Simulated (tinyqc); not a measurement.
Electrons shared among three sets of ellipsoidal valleys: sweeps and comparisons. A value that a table varies takes the place of the one given here.

F_j(eta) = (1/Gamma(j + 1)) integral_0^infinity x^j dx/(1 + exp(x - eta)), which tends to exp(eta) for eta << 0.

Sets Gamma, L, X: N_i = M_i times N = 2 (m kB T/(4 pi c))^(3/2) with c = hbar^2/2m0, in 1/angstrom^3; times 1e24 for 1/cm^3, m = (ml mt^2)^(1/3); n = sum_i N_i F_1/2((EF - dE_i)/kT), energies from the edge of the first set; mu_drift = sum of share times mobility.

Constants: hbar^2/2m0 = 3.80998211 eV angstrom^2; kB = 8.617333262e-05 eV/K.

Parameters, chosen for this exercise (masses and offsets near those of GaSb; mobilities are free inputs, held fixed; not measured data):

| symbol | value | unit | meaning |
|---|---|---|---|
| dE | (0, 0.073, 0.281) | eV | edges of Gamma, L, X above the first |
| M | (1, 4, 3) |  | valleys in each set |
| ml | (0.037, 1.283, 1.54) | m0 | longitudinal masses of Gamma, L, X |
| mt | (0.037, 0.1037, 0.2302) | m0 | transverse masses |
| mu | (7100, 650, 250) | cm^2/(V s) | mobility of each set |
| n | 4.2e+16 | 1/cm^3 | total electron density |
| T | 300 | K |  |

## Transfer between valleys with temperature

Offsets, masses and mobilities are held fixed; n is fixed too, so the high values of T stand for hot electrons, not for the lattice.

Populations:

| T (K) | EF (eV) | share Gamma | share L | share X | mu_drift |
|---|---|---|---|---|---|
| 77 | 0.0081 | 0.9980 | 0.0020 | 0.0000 | 7087 |
| 150 | -0.0061 | 0.7817 | 0.2183 | 0.0000 | 5692 |
| 300 | -0.0785 | 0.2006 | 0.7989 | 0.0005 | 1944 |
| 450 | -0.1731 | 0.0895 | 0.9027 | 0.0077 | 1224 |
| 600 | -0.2769 | 0.0567 | 0.9135 | 0.0298 | 1004 |
| 900 | -0.5038 | 0.0334 | 0.8594 | 0.1073 | 822 |
| 1200 | -0.7501 | 0.0241 | 0.7845 | 0.1915 | 729 |
| 2000 | -1.4666 | 0.0147 | 0.6374 | 0.3478 | 606 |

What can be read from the table?

The share of Gamma goes from 0.998 to 0.015 and the mean mobility from 7087 to 606 cm^2/(V s). Gamma and L hold equal numbers between T = 150 and 300 K. The share of X is at most 0.35.

## Transfer between valleys with doping

Parabolic valleys; band tails and gap narrowing are left out.

Populations:

| n (1/cm^3) | EF (eV) | share Gamma | share L | share X | mu_drift |
|---|---|---|---|---|---|
| 1.0e+16 | -0.1157 | 0.2025 | 0.7970 | 0.0005 | 1956 |
| 1.0e+17 | -0.0559 | 0.1973 | 0.8022 | 0.0005 | 1922 |
| 1.0e+18 | 0.0053 | 0.1604 | 0.8391 | 0.0005 | 1684 |
| 3.0e+18 | 0.0363 | 0.1207 | 0.8787 | 0.0006 | 1428 |
| 1.0e+19 | 0.0738 | 0.0754 | 0.9239 | 0.0007 | 1136 |
| 3.0e+19 | 0.1173 | 0.0460 | 0.9527 | 0.0013 | 946 |
| 1.0e+20 | 0.1952 | 0.0285 | 0.9638 | 0.0077 | 831 |

How do the results move?

The share of Gamma goes from 0.203 to 0.028 and the mean mobility from 1956 to 831 cm^2/(V s). L holds more than Gamma throughout. The share of X is at most 0.0077.

## Moving the second set by strain or alloying

The second entry of dE is replaced by the values listed; a negative value puts that set lowest.

Populations:

| offset (eV) | EF (eV) | share Gamma | share L | share X | mu_drift |
|---|---|---|---|---|---|
| -0.100 | -0.2457 | 0.0003 | 0.9997 | 0.0000 | 652 |
| -0.050 | -0.1958 | 0.0022 | 0.9978 | 0.0000 | 664 |
| 0.000 | -0.1461 | 0.0149 | 0.9850 | 0.0000 | 746 |
| 0.025 | -0.1217 | 0.0382 | 0.9617 | 0.0001 | 897 |
| 0.050 | -0.0983 | 0.0943 | 0.9055 | 0.0002 | 1258 |
| 0.100 | -0.0595 | 0.4117 | 0.5873 | 0.0010 | 3305 |
| 0.150 | -0.0407 | 0.8224 | 0.1755 | 0.0020 | 5954 |
| 0.200 | -0.0362 | 0.9674 | 0.0302 | 0.0024 | 6889 |
| 0.300 | -0.0354 | 0.9969 | 0.0007 | 0.0025 | 7079 |

How do the results move?

The share of Gamma goes from 0.000 to 0.997 and the mean mobility from 652 to 7079 cm^2/(V s). Gamma and L hold equal numbers between offset = 0.1 and 0.15 eV. The share of X is at most 0.0025. With Boltzmann statistics the first two sets are equal at kT ln(N_2/N_1) = 0.1083 eV.

## What moves the populations

All else solved anew. Each row changes one parameter from the base and keeps the others.

Results:

| case | EF (eV) | share Gamma | share L | share X | mu_drift (cm^2/(V s)) |
|---|---|---|---|---|---|
| base | -0.0785 | 0.2006 | 0.7989 | 0.0005 | 1944 |
| T = 350 K | -0.1087 | 0.1443 | 0.8541 | 0.0016 | 1580 |
| n = 1.26e+17 1/cm^3 | -0.0499 | 0.1958 | 0.8037 | 0.0005 | 1913 |
| dE = (0, 0.0584, 0.281) eV | -0.0908 | 0.1256 | 0.8741 | 0.0003 | 1460 |
| mt = (0.037, 0.1244, 0.2302) m0 | -0.0824 | 0.1733 | 0.8263 | 0.0004 | 1768 |
| ml = (0.037, 1.5396, 1.54) m0 | -0.0804 | 0.1866 | 0.8130 | 0.0004 | 1853 |
| mu = (8520, 650, 250) cm^2/(V s) | -0.0785 | 0.2006 | 0.7989 | 0.0005 | 2229 |

How do the results move?

The largest shifts from the base row, up to three for each result and ties (the steps differ in size, so this ranks the rows, not the parameters). EF (eV): T -0.0302, n +0.0286, dE -0.0123; unchanged at the printed digits by mu. share Gamma: dE -0.0750, T -0.0563, mt -0.0273; unchanged at the printed digits by mu. share L: dE +0.0752, T +0.0552, mt +0.0274; unchanged at the printed digits by mu. share X: T +0.0011, dE -0.0002, mt -0.0001; unchanged at the printed digits by n and mu. mu_drift (cm^2/(V s)): dE -484, T -364, mu +285.

Computed by tinyqc, a small Python program: `OMP_NUM_THREADS=1 python tinyqc.py 1681613 1681614 out.jsonl` (the numbers bound the seed that draws the inputs); one thread of a shared host (Intel(R) Xeon(R) Processor @ 2.30GHz), about 0.01 s for the whole set of steps.
